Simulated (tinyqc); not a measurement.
Shallow acceptor in the spherical model (Baldereschi-Lipari), strong spin-orbit limit: one step, computed by the program tinyqc.

The 1S(3/2) state has an s envelope f(r) and a d envelope g(r). In effective units they obey -(f'' + 2f'/r + 2f/r) + mu (g'' + 5g'/r + 3g/r^2) = E f and -(g'' + 2g'/r - 6g/r^2 + 2g/r) + mu (f'' - f'/r) = E g. The cubic term, the split-off band and the central cell are left out.

Question. Lowest level in the small basis. H c = E S c with c^T S c = 1 and the largest component positive; the d weight is the part of the norm in g.

H (Ry*), rows f1, f2, g1, g2:
$$\begin{pmatrix}
-0.99 & -0.5851496 & 0.4835579 & 0.6627745 \\
-0.5851496 & 2.4596 & 1.144792 & 3.268851 \\
0.4835579 & 1.144792 & 1.723333 & 3.687985 \\
0.6627745 & 3.268851 & 3.687985 & 16.22573
\end{pmatrix}$$

S, rows f1, f2, g1, g2:
$$\begin{pmatrix}
1.000000 & 0.718857 & 0.000000 & 0.000000 \\
0.718857 & 1.000000 & 0.000000 & 0.000000 \\
0.000000 & 0.000000 & 1.000000 & 0.576861 \\
0.000000 & 0.000000 & 0.576861 & 1.000000
\end{pmatrix}$$

Give: E; coefficients; d weight.

Answer.

E = -1.0742 Ry*

coefficients: f1 0.98431, f2 -0.00025, g1 -0.18171, g2 0.00758

d weight = 0.031488
